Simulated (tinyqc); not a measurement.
Input admittance of a MOSFET at zero drain bias: distributed channel and distributed gate: two steps of the calculation.

Source and drain grounded, strong inversion, w = 2 pi f, Cox = eps0 eox/tox. The channel is an RC line of resistance 1/(mu Cox Vo) per square fed from both ends, so one finger has the intrinsic admittance y = i w Cox L tanh(g)/g per width, g = (1/2) sqrt(i w tau), tau = L^2/(mu Vo). The vertical resistance rv/L is in series with y, the overlaps 2 i w Cov in parallel: y_t = 1/(1/y + rv/L) + 2 i w Cov. The gate strip is a line of Rsh/L per length loaded by y_t, so a finger has Y = y_t Wf tanh(k)/k, k = (Wf/sd) sqrt(y_t Rsh/L); the device has Nf Y.

Inputs (values chosen for the exercise); values of the order met in silicon radio-frequency transistors: relative permittivity of the gate insulator (close to zirconium oxide) eox = 25.5; insulator thickness tox = 13 nm; channel length L = 0.28 um; finger width Wf = 7.5 um; number of fingers Nf = 64; channel mobility mu = 160 cm^2/(V s); gate overdrive Vo = 0.69 V; sheet resistance of the gate Rsh = 28 ohm/square; vertical resistivity of the gate stack rv = 4.4 ohm um^2; number of ends at which a finger is contacted sd = 1; overlap and fringe capacitance on each side Cov = 0.34 fF/um; frequency f = 0.87 GHz.

Constants: eps0 = 8.8541878128e-14 F/cm where lengths are in cm. Results are converted to the units shown.

Task 1. Low-frequency resistances and capacitance. Low-frequency limits, with c = Cox L and ct = c + 2 Cov: R_strip = Rsh Wf/(3 sd^2 L Nf), R_ch = (c/ct)^2 L/(12 mu Cox Vo Wf Nf), R_vert = (c/ct)^2 rv/(L Wf Nf), C = ct Wf Nf.

Find: parts; sum; C; 1/(2 pi R C).

Result 1.

parts (ohm): strip 3.906, channel 0.1951, vertical 0.02520
sum = 4.127 ohm
C = 2661 fF
1/(2 pi R C) = 14.50 GHz

The strip term is the largest, 94.7 % of the sum.

Task 2. Input impedance of the device. k and Y as defined; Z = 1/(Nf Y) = R + 1/(i w C); Q = |Im Z|/R; signal at the point farthest from a contact |1/cosh k|.

y_t = 0.097097+30.299644i uS/um

Find: k; Nf Y; R; C; Q; signal at the far point.

Result 2.

k = 0.29239+0.29145i
Nf Y = 0.868+14.483i mS
R = 4.1257 ohm
C = 2658.9 fF
Q = 16.676
signal at the far point = 0.99732

Program tinyqc, `OMP_NUM_THREADS=1 python tinyqc.py 2262040 2262041 out.jsonl`; Intel Xeon 2.30GHz, shared host, one thread, about 0.01 s.
